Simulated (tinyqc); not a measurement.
## Resistance of a source-drain extension with a graded tip: effect of the gate overdrive

y runs along the channel, the gate covers y > 0. The doping is N0 for y < y0 and N0 10^(-(y - y0)/la) beyond, uniform over the depth xj. Sheet conductance s(y) = q mu(N) max(N - Nch, 0) xj + (for y > 0) ma Cox Vo, with mu(N) = u0 + (u1 - u0)/(1 + (N/Nr)^au) and Cox = eps0 eox/tox. Current is taken as one-dimensional; depletion of the tip, spreading and the contact are left out. The metallurgical junction lies at yj, where N = Nch.

R_spacer = integral of dy/s from -Ls to 0, R_ov from 0 to yj, R_channel = (Lg - 2 yj)/(ma Cox Vo), R_total = 2 R_spacer + 2 R_ov + R_channel. Electrical length L_eff = ma Cox dR_total/d(1/Vo); R_series = R_total - L_eff/(ma Cox Vo).

Inputs (values chosen for the exercise); mobility law close to that of holes in silicon: relative permittivity of the gate insulator (close to zirconium oxide) eox = 25.4; insulator thickness tox = 5.7 nm; active doping of the extension far from the gate N0 = 1.8e20 cm^-3; lateral abruptness la = 3.1 nm/decade; position under the gate where the fall begins (gate edge at 0) y0 = 2.8 nm; depth of the extension xj = 7 nm; channel doping Nch = 1.3e18 cm^-3; spacer length Ls = 10 nm; mobility of the gate-induced layer ma = 84 cm^2/(V s); mobility at low doping u1 = 470.5 cm^2/(V s); mobility at high doping u0 = 44.9 cm^2/(V s); reference doping Nr = 2.23e17 cm^-3; exponent au = 0.719; gate length Lg = 40 nm.

Constants: q = 1.602176634e-19 C, eps0 = 8.8541878128e-14 F/cm where lengths are in cm. Results are converted to the units shown.

The same in every row: yj (nm) = 9.438; R_spacer (ohm um) = 10.32.

Effect of the gate overdrive:

| Vo (V) | R_ov (ohm um) | R_channel (ohm um) | R_total (ohm um) | L_eff (nm) | R_series (ohm um) |
|---|---|---|---|---|---|
| 0.15 | 55.14 | 424.9 | 555.8 | 24.20 | 69.02 |
| 0.3 | 36.59 | 212.5 | 306.3 | 25.64 | 48.37 |
| 0.45 | 28.25 | 141.6 | 218.8 | 26.63 | 40.25 |
| 0.6 | 23.34 | 106.2 | 173.6 | 27.39 | 35.83 |
| 0.75 | 20.04 | 84.98 | 145.7 | 28.01 | 33.02 |
| 0.9 | 17.65 | 70.82 | 126.8 | 28.54 | 31.06 |
| 1.05 | 15.81 | 60.70 | 113.0 | 29.01 | 29.61 |
| 1.2 | 14.36 | 53.11 | 102.5 | 29.43 | 28.50 |

What does the comparison show?

As Vo goes from 0.15 to 1.2, R_total falls from 556 to 102 ohm um, L_eff rises from 24.2 to 29.4 nm and R_series falls from 69.0 to 28.5 ohm um. Both extracted quantities depend on the overdrive at which they are taken.

tinyqc, about 0.03 s, one thread, Intel Xeon 2.30GHz (shared host): `OMP_NUM_THREADS=1 python tinyqc.py 2282137 2282138 out.jsonl`
